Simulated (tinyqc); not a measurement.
Domain walls in a thin film with perpendicular anisotropy: Bloch, Neel and chiral walls, motion and stripe domains. Changing the damping alpha. Computed by tinyqc, a small Python program. Command: `OMP_NUM_THREADS=1 python tinyqc.py 3024978 3024979 out.jsonl mwall sweep`. One thread of a shared host (Intel(R) Xeon(R) Processor @ 2.30GHz), about 0.02 s of CPU time with the checks.

One-dimensional wall: polar angle theta(x), azimuth phi of the moment in the wall (phi = 0 Neel, 90 degrees Bloch). mu_0 = 1.25663706212e-6 T m/A, gamma = 1.76085963023e11 rad/(s T).

Inputs (values chosen for the exercise, for a model film):
```
quantity                      value        unit
saturation magnetisation M_s    697        kA/m
exchange stiffness A             15        pJ/m
uniaxial anisotropy K_u         459      kJ/m^3
DMI constant D                0.033      mJ/m^2
thickness t                     1.6          nm
current density J               1.6  1e12 A/m^2
spin Hall angle theta_SH       0.11           -
```

Drive: spin-orbit torque.

Constants: hbar = 1.054571817e-34 J s; e = 1.602176634e-19 C.

Method:
- K_eff = K_u - mu_0 M_s^2/2; Delta = sqrt(A/K_eff); sigma_0 = 4 sqrt(A K_eff); profile theta = 2 arctan exp(x/Delta); quality factor Q = 2 K_u/(mu_0 M_s^2).
- sigma(phi) = sigma_0 + 2 Delta K_D cos^2(phi) - pi D cos(phi), with the wall shape anisotropy K_D = N_x mu_0 M_s^2/2, N_x = t ln 2/(pi Delta). The minimum has cos(phi) = D/D_N for D < D_N = 4 Delta K_D/pi and phi = 0 beyond; sigma turns negative at D_c = (sigma_0 + 2 Delta K_D)/pi.
- Spin-orbit drive: B_SL = hbar theta_SH J/(2 e M_s t) acts as the field (pi/2) B_SL cos(phi). Steady state: v = (gamma Delta/alpha)(pi/2) B_SL cos(phi) = gamma Delta [B_D sin(phi) - (B_K/2) sin(2 phi)], B_K = 2 K_D/M_s, B_D = pi D/(2 M_s Delta); the root with phi between its rest value and 90 degrees; v saturates at v_D = gamma Delta B_D.

One run for each value:
```
damping alpha  velocity (m/s)  azimuth in motion (degrees)
0.010                   13.05                        89.95
0.018                   13.01                        89.91
0.032                   12.94                        89.83
0.058                   12.81                        89.70
0.100                   12.61                        89.49
0.190                   12.20                        89.06
0.330                   11.62                        88.45
0.600                   10.64                        87.42
```

Describe the trends.

Over the rows, velocity (m/s) falls from 13.0 to 10.6 (exponent d ln y / d ln x -0.0052 between the first rows and -0.15 between the last); azimuth in motion (degrees) falls from 89.9 to 87.4 (exponent d ln y / d ln x -7.9e-4 between the first rows and -0.020 between the last).

Caution (all rows): pinning, heating and tilting of the wall are left out.

Extremes, crossings and ranges named in words are read from the listed rows.
